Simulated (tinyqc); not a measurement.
Valley-orbit splitting of a donor ground state, with strain: one step, computed by the program tinyqc.

The basis is the 1s envelope in each valley; energies are counted from the unstrained conduction-band edge. The strain is e_s (a a^T - 1/3) for the unit stress axis a, so valley j along n_j moves by Xi_u e_s w_j with w_j = (n_j.a)^2 - 1/3: +1/6 for x and y, -1/3 for z. The splitting at the zone boundary that a [110] shear adds for <100> valleys is left out.

Question. Levels and ground state under strain. Diagonalise H; the ground vector has positive components. The density at the nucleus, and so the contact hyperfine coupling, scales as (sum_j c_j)^2/(number of valleys), which is 1 without strain; the envelopes are held fixed.

Valleys: six along <100>. Stress axis: [110].

H (meV), lower triangle (symmetric):
```
,+x,-x,+y,-y,+z,-z
+x,-35.90308
-x,-1.53000,-35.90308
+y,-2.38000,-2.38000,-35.90308
-y,-2.38000,-2.38000,-1.53000,-35.90308
+z,-2.38000,-2.38000,-2.38000,-2.38000,-36.94383
-z,-2.38000,-2.38000,-2.38000,-2.38000,-1.53000,-36.94383
```

Give: levels; valley amplitudes of the ground state; hyperfine ratio A/A_0.

Answer.

levels (meV): [-47.317, -35.414, -34.373, -34.373, -33.350, -32.673]

valley amplitudes of the ground state: +x 0.39785, -x 0.39785, +y 0.39785, -y 0.39785, +z 0.42829, -z 0.42829

hyperfine ratio A/A_0 = 0.99876
